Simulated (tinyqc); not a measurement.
# A six-terminal Hall bar with edge channels and a constriction, Landauer-Buettiker equations: two studies

Contacts 1 (source) and 4 (drain) end the bar; 2 and 3 lie on the upper edge, 6 and 5 on the lower edge, with a constriction between 2 and 3 (and between 6 and 5). Carriers run 1 to 2 to 3 to 4 to 5 to 6 to 1 in M channels. The constriction passes Tc from 2 to 3 and from 5 to 6, and turns M - Tc from 2 to 6 and from 5 to 3. Signs are those of positive carriers; V4 = 0.

Values chosen for this exercise: edge channels, spin counted singly M = 3; summed transmission of the constriction Tc = 2; current from contact 1 to contact 4 I = 100 nA.

Constants: q = 1.602176634e-19 C, h = 6.62607015e-34 J s. Results are converted to the units shown.

Each table varies one quantity; the others keep the values above.

## Effect of the constriction

I_i = (q^2/h) [M V_i - sum_j T_ij V_j], with I_1 = I, V_4 = 0 and no current at 2, 3, 5, 6. R(a,b) = (V_a - V_b)/I.

The same in every row: R(2,6) (kohm) = 8.604.

Effect of the constriction:
```
Tc,"R(1,4) (kohm)","R(2,3) (kohm)","R(2,5) (kohm)","R(3,6) (kohm)"
0.375,68.83,60.23,68.83,-51.63
0.75,34.42,25.81,34.42,-17.21
1.125,22.94,14.34,22.94,-5.736
1.5,17.21,8.604,17.21,0
1.875,13.77,5.163,13.77,3.442
2.25,11.47,2.868,11.47,5.736
2.625,9.833,1.229,9.833,7.375
3,8.604,0,8.604,8.604
```

What does the table show?

The Hall resistance R(2,6) stays at 8.6043 kohm = (h/q^2)/3, whatever the constriction does. The longitudinal R(2,3) falls from 60.2 to 0 kohm and vanishes without back-scattering, while the two-terminal R(1,4) falls only to 8.6043 kohm. R(3,6) changes sign at Tc = M/2 = 1.5.

## Effect of the number of channels

Same model as above.

R(a,b) = (V_a - V_b)/I.

The same in every row: R(1,4) (kohm) = 12.91; R(2,5) (kohm) = 12.91.

Results:
```
M,"R(2,3) (kohm)","R(2,6) (kohm)","R(3,6) (kohm)"
2,0,12.91,12.91
3,4.302,8.604,4.302
4,6.453,6.453,0
5,7.744,5.163,-2.581
6,8.604,4.302,-4.302
8,9.680,3.227,-6.453
```

Estimate the missing row, M = 7.

Computed row:
```
M,"R(2,3) (kohm)","R(2,6) (kohm)","R(3,6) (kohm)"
7,9.219,3.688,-5.531
```

With this row back in the table: With Tc held at 2, R(1,4) stays at 12.906 kohm. The Hall resistance R(2,6) falls from 12.9 to 3.23 kohm as 1/M, and R(2,3) rises from 0 to 9.68 kohm; their sum is always R(2,5) = R(1,4).

tinyqc, about 0.01 s, one thread, Intel Xeon 2.30GHz (shared host): `OMP_NUM_THREADS=1 python tinyqc.py 2700017 2700018 out.jsonl`
